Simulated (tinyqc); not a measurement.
Inside a calculation. Model: valley-orbit splitting of a donor ground state, with strain. Computed by tinyqc, a small Python program that keeps every step. Command: `OMP_NUM_THREADS=1 python tinyqc.py 3015826 3015827 out.jsonl valleyorbit walk`. One thread of a shared host (Intel(R) Xeon(R) Processor @ 2.30GHz), about 0.01 s of CPU time with the checks. Intermediate numbers are printed to about 6 digits and carried at full precision; extremes and crossings named in words are read from the listed rows.

The basis is the 1s envelope in each valley; energies are counted from the unstrained conduction-band edge. The strain is e_s (a a^T - 1/3) for the unit stress axis a, so valley j along n_j moves by Xi_u e_s w_j with w_j = (n_j.a)^2 - 1/3: +1/6 for x and y, -1/3 for z. The splitting at the zone boundary that a [110] shear adds for <100> valleys is left out.

Inputs (values chosen for the exercise, modelled on donors in silicon):

| quantity | value | unit |
|---|---|---|
| single-valley binding energy E_0 | 31.6 | meV |
| central-cell shift Lambda | 1.04 | meV |
| coupling Delta_1 | 1.23 | meV |
| coupling Delta_2 | 0.774 | meV |
| shear deformation potential Xi_u | 8.44 | eV |
| shear strain e_s | 0.00013 | - |
| temperature T | 120 | K |
| donor density N_D | 3.1e+16 | cm^-3 |
| density-of-states mass of one valley m_e | 0.335 | m_0 |

Valleys: six along <100>. Stress axis: [110].

Constants: k_B = 8.617333262e-05 eV/K; m_0 = 9.1093837015e-31 kg; k_B = 1.380649e-23 J/K; h = 6.62607015e-34 J s.

## Levels without strain

By symmetry: E(A1) = E_0 + Lambda + 4 Delta_1 + Delta_2 (one state), E(T2) = E_0 + Lambda - Delta_2 (three), E(E) = E_0 + Lambda - 2 Delta_1 + Delta_2 (two), as binding energies.

E(A1) = 38.334 meV

E(T2) = 31.866 meV

E(E) = 30.954 meV

Only A1 has all valley amplitudes in phase, so only it has weight at the nucleus. Of the upper states T2 is bound more strongly, because Delta_1 is larger than Delta_2.

## The valley matrix under strain

H_jj = -(E_0 + Lambda) + Xi_u e_s w_j; H_jk = -Delta_2 between opposite valleys and -Delta_1 between perpendicular ones.

H (meV):
```
          +x        -x        +y        -y        +z        -z
+x  -32.4571   -0.7740   -1.2300   -1.2300   -1.2300   -1.2300
-x   -0.7740  -32.4571   -1.2300   -1.2300   -1.2300   -1.2300
+y   -1.2300   -1.2300  -32.4571   -0.7740   -1.2300   -1.2300
-y   -1.2300   -1.2300   -0.7740  -32.4571   -1.2300   -1.2300
+z   -1.2300   -1.2300   -1.2300   -1.2300  -33.0057   -0.7740
-z   -1.2300   -1.2300   -1.2300   -1.2300   -0.7740  -33.0057
```

## Levels and ground state under strain

Diagonalise H; the ground vector has positive components. The density at the nucleus, and so the contact hyperfine coupling, scales as (sum_j c_j)^2/(number of valleys), which is 1 without strain; the envelopes are held fixed.

levels (meV): -38.3433  -32.2317  -31.6831  -31.6831  -31.1276  -30.7711

valley amplitudes of the ground state: +x 0.397633, -x 0.397633, +y 0.397633, -y 0.397633, +z 0.428691, -z 0.428691

hyperfine ratio A/A_0 = 0.998714

The valleys that move down hold 36.8 % of the ground state, against 33.3 % without strain.

## Binding energy under strain

The binding energy is counted from the lowest valley edge, min_j Xi_u e_s w_j; the gap is from the ground state to the next level.

binding energy under strain = 37.9775 meV

gap to the first excited state = 6.11155 meV

## Populations and ionisation

z = sum over levels of exp(-(E - E_ground)/k_B T), the ground-state share being 1/z; N_c = 2 (2 pi m_e k_B T/h^2)^(3/2) sum_j exp(-(shift_j - lowest shift)/k_B T); n1 = N_c/(2 z) exp(-binding/k_B T), binding = lowest shift - E_ground; without compensation n = 2 N_D/(1 + sqrt(1 + 4 N_D/n1)) (Boltzmann statistics; p and higher states left out).

partition sum z = 3.58258

share of neutral donors in the ground state = 0.279129

N_c = 7.13111e+18 cm^-3

n1 = 2.52897e+16 cm^-3

free electrons n = 1.80777e+16 cm^-3

## Strain dependence

The contact hyperfine ratio is A/A_0 = (sum_j c_j)^2/(number of valleys), c_j the valley amplitudes of the ground state; binding from the lowest valley edge.

Against strain:

| e_s | Xi_u e_s (w_max - w_min) (meV) | binding (meV) | gap to next level (meV) | A/A_0 |
|---|---|---|---|---|
| -0.001000 | -4.22000 | 37.3567 | 5.49074 | 0.955481 |
| -0.000390 | -1.64580 | 37.8606 | 5.99460 | 0.990691 |
| -0.000130 | -0.54860 | 38.1600 | 6.29397 | 0.998835 |
| -0.000039 | -0.16458 | 38.2799 | 6.41395 | 0.999891 |
| 0.000039 | 0.16458 | 38.2251 | 6.35910 | 0.999888 |
| 0.000130 | 0.54860 | 37.9775 | 6.11155 | 0.998714 |
| 0.000390 | 1.64580 | 37.3238 | 5.45780 | 0.987581 |
| 0.001000 | 4.22000 | 36.1225 | 4.25654 | 0.916140 |

A/A_0 falls for either sign of strain, to 0.955 and 0.916 at the ends; its limits are the shares of the valleys that end up lowest, 4/6 under compression and 2/6 under tension. Near zero strain A/A_0 changes in second order, the binding in first. The binding energy drops from 38.33 meV to 37.36 and 36.12 meV, since fewer valleys share the valley-orbit gain.

## Do the excited 1s states matter for ionisation?

No strain here. The last two columns set z = 1, with the A1 depth, or use one level at E_0 with z equal to the number of valleys.

Ionised share:

| T (K) | z | all 1s states | ground state alone | no splitting |
|---|---|---|---|---|
| 22 | 1.13973 | 1.16468e-04 | 1.24339e-04 | 2.99783e-04 |
| 37 | 1.59217 | 8.73212e-03 | 1.10056e-02 | 1.29045e-02 |
| 56 | 2.21865 | 7.49602e-02 | 1.09547e-01 | 9.07961e-02 |
| 81 | 2.88243 | 2.63674e-01 | 4.03065e-01 | 2.90588e-01 |
| 110 | 3.43443 | 5.10846e-01 | 7.18360e-01 | 5.36607e-01 |
| 180 | 4.21988 | 8.39220e-01 | 9.51067e-01 | 8.48583e-01 |
| 300 | 4.83927 | 9.58412e-01 | 9.90815e-01 | 9.60120e-01 |

z grows from 1.140 to 4.84 of at most 6. Leaving out the excited states overstates the ionised share by up to 52.9 % (at 81.0 K); ignoring the splitting misses by a factor 2.57 at the lowest T and 1.00 at the highest.

Checks made by the program: symmetry formulas against diagonalisation (relative difference below 1e-10).
